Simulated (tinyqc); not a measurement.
# Worked calculation: read current of a NAND string, cells in series solved by shooting

tinyqc, about 0.7 s, one thread, Intel Xeon 2.30GHz (shared host): `OMP_NUM_THREADS=1 python tinyqc.py 2142089 2142090 out.jsonl` Printed values are rounded.

Cells in series, numbered from 0 at the source line (0 V) to the bit line, each followed by a gap resistance Rg. A cell with gate Vg, threshold VT, source Vs and drain Vd passes I = 2 nf K Vt^2 [F(Vs) - F(Vd)]/(1 + th max(Vg - VT, 0)), F(V) = ln^2(1 + exp((Vg - VT - nf V)/(2 nf Vt))). The selected cell has Vg = Vr, the others Vg = Vp.

Inputs (values chosen for the exercise); values of the order met in vertical NAND strings:
- T = 300 K (temperature)
- K = 10 uA/V^2 (gain factor of a cell)
- nf = 1.9 (slope factor)
- th = 0.04 1/V (mobility reduction factor)
- Rg = 9.5 kohm (resistance of the gap between cells)
- Vbl = 0.7 V (bit-line voltage)
- Vp = 7.8 V (pass voltage)
- Vr = 2.37 V (read voltage on the selected word line)

Constants: q = 1.602176634e-19 C, kB = 1.380649e-23 J/K, Vt = kB T/q. Results are converted to the units shown.

## Step 1: node voltages for a trial current

first trial current = 1.8 uA

```
cell,thresholds from the source end (V)
0,3.3
1,-0.5
2,1
3,-0.5
4,3.3
5,-0.5
```

For a trial current I start at 0 V and, cell by cell (the selected one is cell 2), solve for the drain: sqrt(F(Vd)) = sqrt(F(Vs) - I/k), k = 2 nf K Vt^2/(1 + th max(Vg - VT, 0)), Vd = [Vg - VT - 2 nf Vt ln(exp(sqrt F) - 1)]/nf, then add I Rg.

```
cell,"node voltage after each cell and gap, trial 1 (V)"
0,0.0647799
1,0.111302
2,0.323514
3,0.371932
4,0.445833
5,0.495236
```

## Step 2: node voltages for a trial current

second trial current = 2.2 uA

As before.

```
cell,"node voltage after each cell and gap, trial 2 (V)"
0,0.0793091
1,0.136320
2,0.429596
3,0.489849
4,0.584946
5,0.646833
```

## Course of the secant iteration

Secant steps on the end voltage less Vbl, from the two trials; a trial above the saturation current of a cell has no solution and is moved halfway to the previous trial. Stop below 1e-9 V.

Course of the iteration:
```
iteration,I (uA),end voltage - Vbl (V),halvings
1,2.34029,0.0102,0
2,2.31769,-5.56e-4,0
3,2.31885,-5.97e-6,0
4,2.31887,3.47e-9,0
5,2.31887,-2.22e-14,0
```

Converged in 5 iterations to I = 2.3189 uA. The selected cell takes 43.2 % of the bit-line voltage and the gaps together 18.9 %.
